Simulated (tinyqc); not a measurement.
UHF in the sto-3g basis, for H3, spin multiplicity 2, step by step. One step of it, computed by the program tinyqc.

Task: Iteration 3: DIIS coefficients. Solve [B -1; -1 0][c; lambda] = [0; -1] for the coefficients, which sum to one.

B (overlaps of the stored error matrices):
```
               1              2
1  9.3802365e-03  6.2036765e-03
2  6.2036765e-03  4.2275058e-03
```

Give: DIIS coefficients.

Result:

DIIS coefficients: -1.6463  2.6463
